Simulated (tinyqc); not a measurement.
# One electron in a tunnel-coupled double dot: charge qubit, sensing and quantum capacitance: effects of single changes

Basis (left, right), H = [[ep/2, tc], [tc, -ep/2]], splitting Om = sqrt(ep^2 + 4 tc^2), ep = al times the gate voltage. In equilibrium the electron is on the right with the chance P_R = [1 + (ep/Om) tanh(Om/2 kB T)]/2.

Parameters, values chosen for the exercise:
- tc = 6.2 ueV (tunnel coupling)
- T = 0.034 K (electron temperature)
- al = 0.12 eV/V (lever arm of the gate on the detuning)
- f0 = 173 MHz (resonator frequency)
- se = 2.1 ueV (deviation of quasi-static detuning noise)

Constants: q = 1.602176634e-19 C, kB = 1.380649e-23 J/K, hbar = 1.054571817e-34 J s, h = 6.62607015e-34 J s, Vt = kB T/q. Results are converted to the units shown.

Each table varies one quantity; the others keep the values above.

## Coherence against detuning

Noise in ep shifts Om by (ep/Om) d + (2 tc^2/Om^3) d^2. For Gaussian d of deviation se the spread of Om is sqrt[(ep se/Om)^2 + 2 (2 tc^2 se^2/Om^3)^2], and T2* is estimated as sqrt(2) hbar/spread; Om T2*/h counts the oscillations within T2*.

Coherence against detuning:

| ep (ueV) | Om (ueV) | T2* (ns) | oscillations within T2* |
|---|---|---|---|
| 0 | 12.40 | 3.702 | 11.10 |
| 0.31 | 12.40 | 3.627 | 10.88 |
| 0.62 | 12.42 | 3.427 | 10.29 |
| 1.2 | 12.46 | 2.909 | 8.762 |
| 2.5 | 12.65 | 1.948 | 5.958 |
| 5 | 13.37 | 1.148 | 3.713 |
| 9.3 | 15.50 | 0.7349 | 2.754 |
| 19 | 22.69 | 0.5292 | 2.903 |
| 37 | 39.02 | 0.4675 | 4.411 |

Read the table: what changes, and by how much?

T2* falls from 3.70 to 0.467 ns, towards sqrt(2) hbar/se = 0.443 ns far from the anticrossing; the first row is 7.92 times the last. First and second order are equal near ep = sqrt(2) se/2 = 1.48 ueV.

## Peak signal against tunnel coupling

At ep = 0: q^2 al^2 dP_R/d(ep) splits into Cq = q^2 al^2 (2 tc^2/Om^3) tanh(Om/2 kB T) and Ct = q^2 al^2 (ep/Om)^2/(4 kB T cosh^2(Om/2 kB T)); Ct appears only if relaxation is faster than the drive. A resonator of frequency f0, capacitance Cp and quality factor Q shifts by df = -f0 Cq/(2 Cp) and its phase by -2 Q Cq/Cp. The slope dP_R/d(ep) there is tanh(tc/kB T)/(4 tc).

Peak signal against tunnel coupling:

| tc (ueV) | tc/kB T | Cq (aF) | slope (1/ueV) | 2 tc/h (GHz) |
|---|---|---|---|---|
| 0.32 | 0.10922 | 196.08 | 0.084990 | 0.15475 |
| 0.65 | 0.22185 | 193.69 | 0.083954 | 0.31434 |
| 1.3 | 0.44370 | 184.89 | 0.080136 | 0.62868 |
| 2.6 | 0.88740 | 157.53 | 0.068280 | 1.2574 |
| 5.3 | 1.8089 | 103.14 | 0.044704 | 2.5631 |
| 11 | 3.7544 | 52.377 | 0.022702 | 5.3196 |
| 22 | 7.5088 | 26.217 | 0.011364 | 10.639 |
| 44 | 15.018 | 13.109 | 0.0056818 | 21.278 |

Read the table: what changes, and by how much?

The peak Cq falls from 196 to 13.1 aF: it levels off at q^2 al^2/(4 kB T) = 197 aF for weak coupling and goes as tc^(-1.00) between the last two rows. Below tc of about kB T the slope measures temperature rather than coupling. For tc = 0.32, 0.65 2 tc/h is less than three times the drive frequency f0, so the electron cannot follow adiabatically.

## Line shape against detuning

q^2 al^2 dP_R/d(ep) splits into Cq = q^2 al^2 (2 tc^2/Om^3) tanh(Om/2 kB T) and Ct = q^2 al^2 (ep/Om)^2/(4 kB T cosh^2(Om/2 kB T)); Ct appears only if relaxation is faster than the drive. A Ct of 0 means below 1e-6 aF.

Line shape against detuning:

| ep (ueV) | Om (ueV) | P_R | Cq (aF) | Ct (aF) |
|---|---|---|---|---|
| 0 | 12.40 | 0.5000 | 90.37 | 0 |
| 4.3 | 13.12 | 0.6601 | 76.70 | 0.9371 |
| 8.7 | 15.15 | 0.7839 | 50.46 | 1.460 |
| 13 | 17.97 | 0.8602 | 30.46 | 0.8919 |
| 17.4 | 21.37 | 0.9066 | 18.16 | 0.3549 |
| 21.7 | 24.99 | 0.9340 | 11.36 | 0.1171 |
| 26 | 28.81 | 0.9513 | 7.420 | 0.03446 |
| 30.4 | 32.83 | 0.9630 | 5.012 | 0.009178 |
| 34.7 | 36.85 | 0.9708 | 3.545 | 0.002410 |
| 39.1 | 41.02 | 0.9766 | 2.570 | 5.948e-4 |
| 43.4 | 45.14 | 0.9808 | 1.929 | 1.485e-4 |

Cq falls from 90.4 to 1.93 aF, and Ct goes from 0 through a maximum of 1.46 (at ep = 8.7 ueV among the rows listed) to 1.48e-4 aF. Among the rows listed Ct reaches at most 1.62 % of the peak of Cq, with tc/kB T = 2.1: the line is set by the coupling, and its half width is near 1.53 tc.

Program tinyqc, `OMP_NUM_THREADS=1 python tinyqc.py 2470125 2470126 out.jsonl`; Intel Xeon 2.30GHz, shared host, one thread, about 0.01 s.
